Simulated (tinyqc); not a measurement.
Debye-Callaway model of lattice thermal conductivity: one step, computed by the program tinyqc. Command: `OMP_NUM_THREADS=1 python tinyqc.py 3004596 3004597 out.jsonl callaway walk`. One thread of a shared host (Intel(R) Xeon(R) Processor @ 2.30GHz), about 0.01 s of CPU time with the checks.

Three acoustic branches with one velocity v, cut at omega_D = k_B Theta/hbar; x = hbar omega/(k_B T). v and Theta are separate inputs: Theta cuts off the heat-carrying modes, so C need not reach 3 k_B/V. gamma is an effective value that sets the umklapp rate. Heat flows along the wire.

Problem. The integrand on a coarse grid. Rates: point defects A omega^4; umklapp B omega^2 T exp(-Theta/(b T)) with B = hbar gamma^2/(M v^2 Theta). Boundaries: v/Lambda_B with Lambda_B = D (1 + p)/(1 - p). x runs in ten equal steps to min(Theta/T, 12); g = x^4 e^x/(e^x - 1)^2; tau_C is the inverse of all rates summed; the last column is c tau_C g with c = (k_B/(2 pi^2 v)) (k_B T/hbar)^3.

Inputs (values chosen for the exercise, modelled on aluminium nitride):

| quantity | value | unit |
|---|---|---|
| sound velocity v | 6890 | m/s |
| Debye temperature Theta | 915 | K |
| mean atomic mass M | 20.5 | u |
| effective Grueneisen parameter gamma | 2.45 | - |
| umklapp exponent divisor b | 2 | - |
| wire diameter D | 2.1 | micrometre |
| specularity p | 0 | - |
| temperature T | 200 | K |

Sample: wire. Point defects: vacancies. Normal processes: left out.

Rayleigh coefficient A = 1.366342e-44 s^3

Constants: k_B = 1.380649e-23 J/K; hbar = 1.054571817e-34 J s; u = 1.6605390666e-27 kg.

Give: Integrand.

Solution.

Integrand:

| x | g | tau_C (s) | c tau_C g (W/(m K)) |
|---|---|---|---|
| 0.4575 | 0.206 | 2.079e-10 | 77.9 |
| 0.9150 | 0.781 | 7.830e-11 | 111.5 |
| 1.3725 | 1.614 | 2.681e-11 | 78.9 |
| 1.8300 | 2.552 | 1.050e-11 | 48.8 |
| 2.2875 | 3.443 | 4.755e-12 | 29.8 |
| 2.7450 | 4.166 | 2.422e-12 | 18.4 |
| 3.2025 | 4.647 | 1.351e-12 | 11.4 |
| 3.6600 | 4.865 | 8.093e-13 | 7.2 |
| 4.1175 | 4.837 | 5.127e-13 | 4.5 |
| 4.5750 | 4.610 | 3.399e-13 | 2.9 |

Among these rows the integrand is largest at x = 0.92.
